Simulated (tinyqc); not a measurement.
Thermal stress, cracking, delamination and buckling of a thin film; Griffith cracks and misfitting inclusions. Inputs raised by 5 %, one at a time. Computed by tinyqc, a small Python program. Command: `OMP_NUM_THREADS=1 python tinyqc.py 3004805 3004806 out.jsonl filmcrack sens`. One thread of a shared host (Intel(R) Xeon(R) Processor @ 2.30GHz), about 0.01 s of CPU time with the checks.

Isotropic linear elasticity; the substrate is much thicker than the film; stress is positive in tension.

Inputs (values chosen for the exercise, modelled on an aluminium film on silicon): film Young's modulus E = 70 GPa; film Poisson ratio nu = 0.35; film expansion alpha_f = 24 1e-6/K; substrate expansion alpha_s = 3.6 1e-6/K; deposition temperature T_d = 425 K; final temperature T = 300 K; intrinsic stress = -56 MPa; film thickness h = 0.057 micrometre; film toughness Gamma_f = 2.25 J/m^2; interface toughness Gamma_i = 3 J/m^2; substrate Young's modulus E_s = 160 GPa; substrate Poisson ratio nu_s = 0.26; inclusion radius R = 3.7 micrometre.

Inclusion: sphere.

Method:
- Thermal strain = (alpha_f - alpha_s)(T_d - T); stress = E/(1 - nu) x strain + intrinsic stress; plane-strain modulus Ebar = E/(1 - nu^2); G0 = stress^2 h/(2 Ebar) is the energy freed per area when a long strip loses its stress across its width.
- Dundurs alpha = (Ebar - Ebar_s)/(Ebar + Ebar_s), with Ebar_s = E_s/(1 - nu_s^2). The channel-crack factor is taken as g = 1.258 (1 - alpha)^(-0.7), a rough interpolation chosen for the exercise (1.258 is the value for matched materials).
- Channel crack through the film: G = pi g G0, critical thickness where G = Gamma_f. Steady delamination from an edge: G = G0, critical thickness where G = Gamma_i.
- Film material fills a sphere of radius R in the substrate, with the misfit e = thermal strain (it wants to shrink if e > 0). Radial stress at the wall s0 = e/[(1 - 2 nu)/E + (1 + nu_s)/(2 E_s)]; inside it is uniform and hydrostatic; outside s_rr = s0 (R/r)^3, s_tt = -s_rr/2. Keep-out radius: where |s_rr| falls to 10 MPa (R if it is lower at the wall).

Runs; columns: (1) input moved; (2) from; (3) to; (4) film stress (MPa); (5) critical thickness for channelling (micrometre); (6) critical thickness for delamination (micrometre); (7) keep-out radius (micrometre):
```
(1)                                     (2)      (3)     (4)     (5)     (6)     (7)
base run                                  -        -  218.62  2.3634  10.015  11.624
film Young's modulus E (GPa)             70     73.5  232.35  2.1728   9.309  11.722
film Poisson ratio nu                  0.35   0.3675  226.21  2.2321   9.489  11.870
substrate expansion alpha_s (1e-6/K)    3.6     3.78  216.19  2.4166  10.241  11.590
deposition temperature T_d (K)          425   446.25  265.30  1.6048   6.800  12.249
intrinsic stress (MPa)                  -56    -58.8  215.82  2.4251  10.276  11.624
film thickness h (micrometre)         0.057  0.05985  218.62  2.3634  10.015  11.624
inclusion radius R (micrometre)         3.7    3.885  218.62  2.3634  10.015  12.206
```

Exponents ln(y'/y) / ln(x'/x):
```
input                        film stress  critical thickness for channelling  critical thickness for delamination  keep-out radius
film Young's modulus E             1.248                              -1.723                               -1.497            0.172
film Poisson ratio nu              0.700                              -1.171                               -1.105            0.429
substrate expansion alpha_s       -0.228                               0.457                                0.457           -0.061
deposition temperature T_d         3.967                              -7.934                               -7.934            1.073
intrinsic stress                  -0.264                               0.528                                0.528            0.000
film thickness h                   0.000                               0.000                                0.000            0.000
inclusion radius R                 0.000                               0.000                                0.000            1.000
```

Which inputs matter most for each result?

Among the inputs moved here: film stress answers most in size to deposition temperature T_d (exponent +3.967), next to film Young's modulus E (+1.248); its exponent is below 0.0005 for film thickness h, inclusion radius R. critical thickness for channelling answers most in size to deposition temperature T_d (exponent -7.934), next to film Young's modulus E (-1.723); its exponent is below 0.0005 for film thickness h, inclusion radius R. Its exponent 0.000 in film thickness h: the critical thickness is a property of stress and toughness. Critical thickness for delamination answers most in size to deposition temperature T_d (exponent -7.934), next to film Young's modulus E (-1.497); its exponent is below 0.0005 for film thickness h, inclusion radius R. keep-out radius answers most in size to deposition temperature T_d (exponent +1.073), next to inclusion radius R (+1.000); its exponent is below 0.0005 for intrinsic stress, film thickness h. Its exponent +1.000 in inclusion radius R: the field scales with r/R.

Caution (all rows): plastic flow makes a ductile metal film far tougher than the brittle value used here.
